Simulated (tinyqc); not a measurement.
# FinFET, parasitic resistance, capacitance and delay, step by step

tinyqc, about 0.03 s, one thread, Intel Xeon 2.30GHz (shared host): `OMP_NUM_THREADS=1 python tinyqc.py 2170046 2170047 out.jsonl` Printed values are rounded.

Nf fins under one contact; each has gated perimeter p = 2 Hf + Wf and cross-section A = Hf Wf; contact width Wc = Nf pf, stack height Hs = Hf. Contact length Lc = CPP - Lg - 2 Lsp, shared by two neighbouring gates. Source and drain sides are equal. The formulas are first-order estimates, not field solutions.

Parameters, values chosen for the exercise; values close to those of silicon logic devices:
- T = 300 K (temperature)
- Nf = 2 (number of fins)
- Hf = 50 nm (fin height)
- Wf = 5 nm (fin width)
- pf = 24 nm (fin pitch)
- CPP = 60 nm (contacted gate pitch)
- Lg = 12 nm (gate length)
- Lsp = 4 nm (spacer length)
- ks = 7 (relative permittivity of the spacer)
- Hc = 30 nm (gate height above the channel stack)
- rc = 3.6e-9 ohm cm^2 (contact resistivity)
- re = 0.00052 ohm cm (resistivity of the source-drain epitaxy)
- te = 25 nm (current-carrying depth of the epitaxy)
- rx = 0.0019 ohm cm (resistivity of the extension)
- Lov = 2 nm (gate overlap)
- Cinv = 2.4 uF/cm^2 (inversion capacitance)
- vx = 8.4e6 cm/s (injection velocity)
- mu = 150 cm^2/(V s) (apparent mobility)
- VT = 0.19 V (threshold at zero drain voltage)
- dl = 0.039 V/V (barrier lowering)
- n = 1.21 (subthreshold factor)
- Cw = 0.18 fF (wire load)
- Vdd = 0.7 V (supply voltage)

Constants: q = 1.602176634e-19 C, kB = 1.380649e-23 J/K, eps0 = 8.8541878128e-12 F/m, Vt = kB T/q. Results are converted to the units shown.

## Geometry and resistances

Epitaxy sheet resistance Rsh = re/te, transfer length LT = sqrt(rc/Rsh), contact Rc = [sqrt(rc Rsh)/Wc] coth(Lc/(2 LT)); extension of one fin Rx = rx Lsp/A. Effective width N p; for equal currents one side has Rc + Rx/N.

Lc = 40 nm
effective width = 210 nm
Rsh = 208 ohm
LT = 41.6025 nm
Rc = 403.453 ohm
Rx = 304 ohm
one side times effective width = 116.645 ohm um

Lc/2 is 0.48 transfer lengths, and Rc is 7.6 % above the area limit rc/(Wc Lc/2). The contact makes up 72.6 % of one side.

## Capacitances

With N fins: gate Cg = Cinv p N Lg; per side, plate Cp = ks eps0 [Wc (Hs + Hc) - N A]/Lsp, top fringe Cf = (2/pi) ks eps0 Wc ln(1 + Lg/(2 Lsp)), overlap Co = Cinv p N Lov. Cs = Cp + Cf + Co. An inverter of two such devices driving an equal one has the load CL = 2 (Cg + 2 Cs) + 4 Cs + Cw (its own drains counted twice for the Miller effect).

Cg = 60.48 aF
Cp = 51.7527 aF
Cf = 1.73541 aF
Co = 10.08 aF
CL = 809.505 aF

The channel capacitance gives 14.9 % of CL, the parasitic parts 62.8 % and the wire 22.2 %.

## Iteration 1: fin currents at Vgs = Vdd, Vds = Vdd/2

I at the start (uA): fin 1 0, fin 2 0

One fin: I = p Q vx u/(1 + |u|^1.8)^(1/1.8), Q = Cinv n Vt ln(1 + exp((Vg' - VT + dl Vd')/(n Vt))), u = Vd' mu/(vx Lg), Vg' = Vgs - v, Vd' = Vds - 2 v, with the drop on each side v = Rc (sum of I) + Rx I. I(new) = I(out).

drop v (mV): fin 1 0, fin 2 0
I(out) (uA): fin 1 107.809, fin 2 107.809
I after iteration 1 (uA): fin 1 107.809, fin 2 107.809

## Iteration 2: fin currents at Vgs = Vdd, Vds = Vdd/2

As before.

drop v (mV): fin 1 119.766, fin 2 119.766
I(out) (uA): fin 1 69.0385, fin 2 69.0385
I after iteration 2 (uA): fin 1 69.0385, fin 2 69.0385

## Course of the iteration: fin currents at Vgs = Vdd, Vds = Vdd/2

Stop when the largest change of I is below 1e-6 uA, or after 80 iterations.

Course of the iteration:
```
iteration	total I (uA)	largest |change| of one entry (uA)
1	215.618	108
2	138.077	38.8
3	173.178	17.6
4	159.519	6.83
5	165.121	2.80
6	162.876	1.12
7	163.784	0.454
8	163.418	0.183
9	163.566	0.0739
...	...	...
14	163.523	7.89e-4
15	163.523	3.18e-4
16	163.523	1.28e-4
17	163.523	5.18e-5
18	163.523	2.09e-5
19	163.523	8.43e-6
20	163.523	3.40e-6
21	163.523	1.37e-6
22	163.523	5.53e-7
```

Converged in 22 iterations. At the end each change is about 0.40 times the one before: linear convergence.

## Effective current, delay and energy

IH = I(Vdd, Vdd/2) = 163.523 uA
IL = I(Vdd/2, Vdd), solved likewise = 62.8534 uA

Ieff = (IH + IL)/2, delay CL Vdd/(2 Ieff), energy CL Vdd^2, with CL the load of an inverter that drives an equal one.

Ieff = 113.188 uA
delay = 2.50314 ps
energy = 396.657 aJ

Without any series resistance Ieff would be 147 uA, so the resistances cost 23.1 %.
